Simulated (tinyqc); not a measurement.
## Series resistance and length offset from two lengths at two overdrives

Problem. In strong inversion R W = Rsd + k(x)(L - dL), k(x) = (1 + th1 x)/(mu0 Cox x), x the overdrive, Cox = eps0 eox/tox, with Rsd and dL independent of x. Find dL, Rsd, mu0 and th1.

Values chosen for this exercise: relative permittivity of the gate insulator (close to hafnium oxide) eox = 22.6; insulator thickness tox = 11 nm.

Constants: eps0 = 8.8541878128e-14 F/cm where lengths are in cm. Results are converted to the units shown.

total resistance times width (ohm um):

|  | L = 0.11 um | L = 0.43 um |
|---|---|---|
| overdrive 0.5 V | 1124.38311 | 3993.03601 |
| overdrive 1.05 V | 672.531619 | 2123.61121 |

Solution. At each overdrive R W is a straight line in L; the two lines cross at L = dL, R W = Rsd. Their slopes give k x = (1 + th1 x)/(mu0 Cox), a straight line in x.

dL = 0.008000 um
Rsd = 210.0 ohm um
mu0 = 130.0 cm^2/(V s)
th1 = 0.1200 1/V

Program tinyqc, `OMP_NUM_THREADS=1 python tinyqc.py 2210058 2210059 out.jsonl`; Intel Xeon 2.30GHz, shared host, one thread, about 0.01 s.
